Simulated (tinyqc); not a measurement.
Raising D: domain walls in a thin film with perpendicular anisotropy: Bloch, Neel and chiral walls, motion and stripe domains. Computed by tinyqc, a small Python program. Command: `OMP_NUM_THREADS=1 python tinyqc.py 3002537 3002538 out.jsonl mwall walk`. One thread of a shared host (Intel(R) Xeon(R) Processor @ 2.30GHz), about 0.01 s of CPU time with the checks.

One-dimensional wall: polar angle theta(x), azimuth phi of the moment in the wall (phi = 0 Neel, 90 degrees Bloch). mu_0 = 1.25663706212e-6 T m/A, gamma = 1.76085963023e11 rad/(s T).

Inputs (values chosen for the exercise, for a model film):
```
quantity,value,unit
saturation magnetisation M_s,1290,kA/m
exchange stiffness A,9.3,pJ/m
uniaxial anisotropy K_u,1550,kJ/m^3
DMI constant D,0.15,mJ/m^2
thickness t,1.8,nm
```

Method. K_eff = K_u - mu_0 M_s^2/2; Delta = sqrt(A/K_eff); sigma_0 = 4 sqrt(A K_eff); profile theta = 2 arctan exp(x/Delta); quality factor Q = 2 K_u/(mu_0 M_s^2). sigma(phi) = sigma_0 + 2 Delta K_D cos^2(phi) - pi D cos(phi), with the wall shape anisotropy K_D = N_x mu_0 M_s^2/2, N_x = t ln 2/(pi Delta). The minimum has cos(phi) = D/D_N for D < D_N = 4 Delta K_D/pi and phi = 0 beyond; sigma turns negative at D_c = (sigma_0 + 2 Delta K_D)/pi.

D_N = 0.528710 mJ/m^2

D_c = 3.02205 mJ/m^2

width parameter Delta = 4.29386 nm

sigma_0 = 8.66354 mJ/m^2

Wall against D; the last column is the Kaplan-Gehring width, log10[0.955 t exp(pi sigma/(mu_0 M_s^2 t))/nm], with a dash where it falls below 10 Delta and the formula fails:
```
D (mJ/m^2),phi (degrees),sigma (mJ/m^2),sigma/sigma_0,log10 domain width
0.11,77.992,8.6276,0.99585,3.3625
0.26,60.543,8.4627,0.97682,3.3028
0.42,37.403,8.1395,0.93951,3.1856
0.60,0.000,7.6091,0.87829,2.9933
1.20,0.000,5.7241,0.66071,2.3101
1.80,0.000,3.8392,0.44314,-
2.40,0.000,1.9542,0.22557,-
2.70,0.000,1.0117,0.11678,-
```

D_N is 17 % of D_c, so a small D fixes the chirality long before it lowers the energy much. Beyond D_N sigma falls by pi per unit of D, and the domain width, which has sigma in an exponent, drops by 1.1 decades over the valid rows (values above 6 mean a single domain in any device).

Extremes, crossings and ranges named in words are read from the listed rows.
